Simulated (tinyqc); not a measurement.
From results back to parameters: carrier statistics of a doped semiconductor with parabolic bands. Four cases, with inputs chosen for the exercise.

Problem. ni^2 = C^2 (T/300 K)^3 exp(-Eg(T)/kB T) with Eg(T) = Eg0 - al T^2/(T + be). Two intrinsic densities were computed from hidden Eg0 and C = sqrt(Nc Nv) at 300 K.

Constants: kB = 8.617333262e-05 eV/K.

Case 1.

Values chosen (near those of GaSb; the results hold for these values, not for the real material): al = 0.00042 eV/K (Varshni alpha); be = 140 K (Varshni beta); T1 = 300 K; T2 = 470 K.

ni(T1) = 8.87442e+11 1/cm^3
ni(T2) = 6.36164e+14 1/cm^3

Case 2.

Values chosen (near those of SiC; the results hold for these values, not for the real material): al = 0.000655 eV/K (Varshni alpha); be = 1271 K (Varshni beta); T1 = 320 K; T2 = 440 K.

ni(T1) = 1.66069e-06 1/cm^3
ni(T2) = 30.5486 1/cm^3

Case 3.

Values chosen (near those of GaP; the results hold for these values, not for the real material): al = 0.000576 eV/K (Varshni alpha); be = 375 K (Varshni beta); T1 = 320 K; T2 = 400 K.

ni(T1) = 25.3541 1/cm^3
ni(T2) = 230590 1/cm^3

Case 4.

Values chosen (near those of Si; the results hold for these values, not for the real material): al = 0.000464 eV/K (Varshni alpha); be = 615 K (Varshni beta); T1 = 300 K; T2 = 440 K.

ni(T1) = 8.21772e+09 1/cm^3
ni(T2) = 2.32322e+13 1/cm^3

Find: Eg0; C.

Solution. y(T) = 2 ln ni - 3 ln(T/300) - al T/((T + be) kB) equals 2 ln C - Eg0/(kB T), a straight line in 1/T; two points give slope and intercept.

Case 1.

Eg0 = 0.813 eV
C = 1.13e+18 1/cm^3

Case 2.

Eg0 = 3.243 eV
C = 2.42e+19 1/cm^3

Case 3.

Eg0 = 2.370 eV
C = 2.27e+19 1/cm^3

Case 4.

Eg0 = 1.159 eV
C = 1.85e+19 1/cm^3

Computed by tinyqc, one run a case: `OMP_NUM_THREADS=1 python tinyqc.py N N+1 out.jsonl` with N = 1651740, 1651788, 1651793, 1651798; one thread of a shared Intel(R) Xeon(R) Processor @ 2.30GHz, about 0.01 s a run at most.
